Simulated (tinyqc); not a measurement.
Illuminated p-n diode, drift-diffusion by the Gummel loop with Scharfetter-Gummel fluxes: one step of the calculation.

Abrupt junction at x = 0, p side from -Lp, n side to Ln, ohmic contacts. psi is counted from the intrinsic level; n = ni exp((psi - phin)/Vt), p = ni exp((phip - psi)/Vt). Contacts: p side psi = V - Vt ln(Na/ni), p = Na, n = ni^2/Na; n side psi = Vt ln(Nd/ni), n = Nd, p = ni^2/Nd. Constant mobilities, D = mu Vt, Boltzmann statistics, SRH recombination through a mid-gap level, U = (n p - ni^2)/(tp (n + ni) + tn (p + ni)). Current is positive from the p contact to the n contact.

Problem. Hole continuity. With psi and the new n held, F_i = (mup Vt/h_i) [p_(i+1) B(-d_i) - p_i B(d_i)], d_i = (psi_(i+1) - psi_i)/Vt, B(d) = d/(exp(d) - 1); solve F_i - F_(i-1) = w_i [(n_i p_i - ni^2)/den_i - G] for the new p, with den = tp (n + ni) + tn (p + ni) taken at the new n and the old p, h_i = x_(i+1) - x_i, w_i = (h_(i-1) + h_i)/2; phip = psi + Vt ln(p/ni).

Inputs (values chosen for the exercise); band and dielectric values close to those of gallium arsenide:
```
symbol,value,unit,meaning
T,275,K,temperature
Na,9.7e15,cm^-3,acceptor density of the p side
Nd,9.1e15,cm^-3,donor density of the n side
mup,320,cm^2/(V s),hole mobility
tn,2e-9,s,SRH lifetime of electrons
tp,1e-10,s,SRH lifetime of holes
G,2e21,cm^-3 s^-1,uniform generation rate
```

Constants: q = 1.602176634e-19 C, kB = 1.380649e-23 J/K, Vt = kB T/q. Results are converted to the units shown.

x, node 0 to 12 (nm): [-6800, -3260, -1520, -671, -254, -50, 50, 163, 292, 437, 602, 789, 1000]
ni = 1.3883482e5 cm^-3
psi, node 0 to 12 (V): [0.20827254, 0.20827253, 0.20827255, 0.20828286, 0.20985297, 0.26622501, 0.48274843, 0.57544868, 0.58888201, 0.59011856, 0.59020886, 0.59021409, 0.59021433]
new n, node 0 to 12 (cm^-3): [1.9871244e-6, 6.1547792e11, 4.0545283e11, 1.7286253e11, 3.2097498e10, 1.5045071e10, 9.7643876e13, 4.8804492e15, 8.6028314e15, 9.0635774e15, 9.0981017e15, 9.1000159e15, 9.1e15]
p after Poisson, node 0 to 12 (cm^-3): [9.7e15, 9.7000009e15, 9.6999942e15, 9.6957741e15, 9.0741921e15, 8.4082906e14, 9.0489559e10, 1.8102164e9, 1.0269400e9, 9.7472826e8, 9.7102108e8, 9.7080685e8, 2.1181436e-6]

Find: new p; phip after round 1.

Solution.

new p, node 0 to 12 (cm^-3): [9.7000e15, 9.7450e15, 9.7568e15, 9.7558e15, 9.1312e15, 8.4622e14, 1.0137e11, 2.4669e10, 6.5201e10, 1.0095e11, 1.1276e11, 8.8719e10, 2.1181e-6]
phip after round 1, node 0 to 12 (V): [0.80000, 0.80011, 0.80014, 0.80015, 0.80015, 0.80015, 0.80269, 0.86190, 0.89837, 0.90996, 0.91267, 0.90700, 0.00000]

Computed by the program tinyqc: `OMP_NUM_THREADS=1 python tinyqc.py 2240074 2240075 out.jsonl`, one thread of a shared Intel Xeon 2.30GHz, about 0.9 s for the whole run.
